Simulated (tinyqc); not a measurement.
Resistance of a source-drain extension with a graded tip: one step of the calculation.

y runs along the channel, the gate covers y > 0. The doping is N0 for y < y0 and N0 10^(-(y - y0)/la) beyond, uniform over the depth xj. Sheet conductance s(y) = q mu(N) max(N - Nch, 0) xj + (for y > 0) ma Cox Vo, with mu(N) = u0 + (u1 - u0)/(1 + (N/Nr)^au) and Cox = eps0 eox/tox. Current is taken as one-dimensional; depletion of the tip, spreading and the contact are left out. The metallurgical junction lies at yj, where N = Nch.

Question. Resistance of the overlapped part. Midpoint rule on 12 equal steps from 0 to yj: R_ov = sum h/s(y), per width.

Inputs (values chosen for the exercise); mobility law close to that of electrons in silicon: relative permittivity of the gate insulator (close to zirconium oxide) eox = 24.5; insulator thickness tox = 6 nm; active doping of the extension far from the gate N0 = 1.8e20 cm^-3; lateral abruptness la = 6.7 nm/decade; position under the gate where the fall begins (gate edge at 0) y0 = 0.1 nm; depth of the extension xj = 20 nm; channel doping Nch = 9.1e17 cm^-3; gate overdrive Vo = 0.55 V; mobility of the gate-induced layer ma = 110 cm^2/(V s); mobility at low doping u1 = 1414 cm^2/(V s); mobility at high doping u0 = 68.5 cm^2/(V s); reference doping Nr = 9.2e16 cm^-3; exponent au = 0.711.

Constants: q = 1.602176634e-19 C, eps0 = 8.8541878128e-14 F/cm where lengths are in cm. Results are converted to the units shown.

Give: y; N; doped conductance; sheet resistance; R_ov.

Answer.

```
point,y (nm),N (cm^-3),doped conductance (uS),sheet resistance (ohm/square)
0,0.6452,1.492e20,3588,262.7
1,1.936,9.579e19,2373,385.8
2,3.226,6.148e19,1583,555.0
3,4.516,3.946e19,1066,778.1
4,5.807,2.532e19,726.3,1058
5,7.097,1.625e19,499.7,1392
6,8.388,1.043e19,346.3,1770
7,9.678,6.695e18,239.9,2180
8,10.97,4.297e18,163.5,2616
9,12.26,2.758e18,105.7,3082
10,13.55,1.770e18,59.23,3598
11,14.84,1.136e18,18.93,4208
```

R_ov = 28.24 ohm um

Numbers from tinyqc (`OMP_NUM_THREADS=1 python tinyqc.py 2282139 2282140 out.jsonl`; about 0.03 s on one thread of a shared Intel Xeon 2.30GHz).
